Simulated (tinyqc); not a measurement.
Vibrations of a mass or spring defect in a linear chain: one step, computed by the program tinyqc.

A ring of N atoms with nearest-neighbour springs k and motion along the chain. Atom 1 is the defect, of mass M', and its two springs are k'. All other atoms have the mass M.

Question. Frequencies of the ring. Diagonalise D and leave out the zero eigenvalue of the uniform shift. nu = 15.6333042 THz x sqrt(lambda), lambda in eV/(angstrom^2 u).

Host: monatomic.

D (eV/(angstrom^2 u)):
```
             1           2           3           4           5           6           7           8
1    0.7453125  -0.1989712   0.0000000   0.0000000   0.0000000   0.0000000   0.0000000   0.0000000
2   -0.1989712   0.1770601  -0.0708241   0.0000000   0.0000000   0.0000000   0.0000000   0.0000000
3    0.0000000  -0.0708241   0.1416481  -0.0708241   0.0000000   0.0000000   0.0000000   0.0000000
4    0.0000000   0.0000000  -0.0708241   0.1416481  -0.0708241   0.0000000   0.0000000   0.0000000
5    0.0000000   0.0000000   0.0000000  -0.0708241   0.1416481  -0.0708241   0.0000000   0.0000000
6    0.0000000   0.0000000   0.0000000   0.0000000  -0.0708241   0.1416481  -0.0708241   0.0000000
7    0.0000000   0.0000000   0.0000000   0.0000000   0.0000000  -0.0708241   0.1416481  -0.0708241
8    0.0000000   0.0000000   0.0000000   0.0000000   0.0000000   0.0000000  -0.0708241   0.1416481
9    0.0000000   0.0000000   0.0000000   0.0000000   0.0000000   0.0000000   0.0000000  -0.0708241
10   0.0000000   0.0000000   0.0000000   0.0000000   0.0000000   0.0000000   0.0000000   0.0000000
11   0.0000000   0.0000000   0.0000000   0.0000000   0.0000000   0.0000000   0.0000000   0.0000000
12  -0.1989712   0.0000000   0.0000000   0.0000000   0.0000000   0.0000000   0.0000000   0.0000000

             9          10          11          12
1    0.0000000   0.0000000   0.0000000  -0.1989712
2    0.0000000   0.0000000   0.0000000   0.0000000
3    0.0000000   0.0000000   0.0000000   0.0000000
4    0.0000000   0.0000000   0.0000000   0.0000000
5    0.0000000   0.0000000   0.0000000   0.0000000
6    0.0000000   0.0000000   0.0000000   0.0000000
7    0.0000000   0.0000000   0.0000000   0.0000000
8   -0.0708241   0.0000000   0.0000000   0.0000000
9    0.1416481  -0.0708241   0.0000000   0.0000000
10  -0.0708241   0.1416481  -0.0708241   0.0000000
11   0.0000000  -0.0708241   0.1416481  -0.0708241
12   0.0000000   0.0000000  -0.0708241   0.1770601
```

Constants: nu for 1 eV/(angstrom^2 u) = 15.6333042 THz.

Give: nonzero frequencies.

Answer.

nonzero frequencies (THz): 2.28  2.29  4.37  4.41  6.11  6.21  7.38  7.53  8.10  8.23  14.52
